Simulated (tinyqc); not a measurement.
Inside a calculation. Method: lattice vibrations of a chain. Computed by tinyqc, a small Python program that keeps every step. Command: `OMP_NUM_THREADS=1 python tinyqc.py 22973 22974 out.jsonl` (the two numbers bound the seeds that draw the settings). One thread of a shared host (Intel(R) Xeon(R) Processor @ 2.60GHz), about 0.01 s of CPU time with the checks.

## Dynamical matrix at q = 0.27

A chain moving along its axis:
```
atom               mass (u)  spring to the next atom (eV/angstrom^2)
1                  18.00000                                 17.70000
2                   6.30000                                  9.00000
second neighbours         -                                  2.20000
```

q is in units of 2 pi/a. A spring k from atom i to atom j, n cells on, adds k to Phi_ii and Phi_jj, -k exp(2 pi i q n) to Phi_ij and the conjugate to Phi_ji (for one atom a cell: 2k (1 - cos 2 pi q n)); D_ij = Phi_ij / sqrt(m_i m_j).

D(q) (eV/(angstrom^2 u)):
```
                   1                  2
1            1.75841  -1.55621+0.83849i
2  -1.55621-0.83849i            5.02404
```

## Frequencies

omega^2 are the eigenvalues; wavenumber = 521.4708 sqrt(eigenvalue) 1/cm.

eigenvalues: 0.98479  5.79767

wavenumbers (1/cm): 517.5  1255.6

weights |e|^2 of the mass-weighted modes:
```
         mode 1   mode 2
atom 1  0.83926  0.16074
atom 2  0.16074  0.83926
```

## Dispersion and heat capacity

C/k_B per atom = mean over q = (j + 1/2)/80, j = 0..39 and all branches of y^2 e^y/(e^y - 1)^2, y = hc wavenumber / k_B T.

Wavenumbers (1/cm):
```
q         branch 1    branch 2
0.00000    0.00000  1247.33257
0.06250  132.99228  1248.06583
0.12500  261.44625  1250.03205
0.18750  380.90155  1252.60852
0.25000  487.02992  1255.00329
0.31250  575.65955  1256.56865
0.37500  642.81555  1257.10648
0.43750  684.91485  1256.98017
0.50000  699.28703  1256.83011
```

Heat capacity:
```
T (K)  C/k_B per atom
20            0.02140
50            0.05394
100           0.11200
200           0.24758
300           0.38386
600           0.69532
1200          0.90157
```

zero-point energy per atom = 52.51980 meV
